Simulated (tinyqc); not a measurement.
Plane-wave Kohn-Sham cycle with exchange-only LDA in a layered model solid, step by step. Computed by tinyqc, a small Python program that keeps every step. Settings: points = 16, plane-wave index or count = 2, electrons = 2, k points = 3, area = 17.0, mixing = 0.5, iteration cap = 72, Kerker q0 = 1.1. Command: `OMP_NUM_THREADS=1 python tinyqc.py 31324 31325 out.jsonl` (the two numbers bound the seeds that draw the settings). One thread of a shared host (Intel(R) Xeon(R) Processor @ 2.60GHz), about 0.02 s of CPU time with the checks.

A solid whose potential varies along x alone (atomic units):
```
parameter                      value
period a                    7.900000
cross-section of the cell  17.000000
electrons per cell                 2
grid points                       16
plane waves -n..n, n               2
k points                           3
V1 in V1 cos(2 pi x/a)     -0.560000
V2 in V2 cos(4 pi x/a)      0.150000
```

Stop when sqrt(dV sum R^2) is below 1e-8, dV = a A/N.

Course of the cycle:
```
iteration  E (hartree)  norm of the residual
1          -0.85667031              1.71e-01
2          -0.79580518              1.34e-01
3          -0.75642896              1.05e-01
4          -0.73186870              8.31e-02
5          -0.71690756              6.55e-02
6          -0.70796998              5.17e-02
7          -0.70272654              4.08e-02
8          -0.69970510              3.21e-02
9          -0.69799641              2.53e-02
10         -0.69704979              1.99e-02
11         -0.69653762              1.57e-02
...                ...                   ...
62         -0.69603148              1.12e-07
63         -0.69603148              8.91e-08
64         -0.69603148              7.08e-08
65         -0.69603148              5.62e-08
66         -0.69603148              4.46e-08
67         -0.69603148              3.54e-08
68         -0.69603148              2.81e-08
69         -0.69603148              2.23e-08
70         -0.69603148              1.77e-08
71         -0.69603148              1.40e-08
72         -0.69603148              1.11e-08
```

Can the last value be used, and what does the course show?

Not by the stop rule, although the second column moves by less than 1e-07 over the last three steps. Not converged within 72 iterations: the residual falls steadily but slowly, by a factor of about 0.79 a step. Reruns (cap 100 unless said): mixing 0.1: not converged; mixing 0.5, Kerker q0 1.0: converged in 64 (E = -0.69603); mixing 0.3, Pulay depth 5: converged in 10 (E = -0.69603); the original settings with a cap of 400: converged in 73 (E = -0.69603).
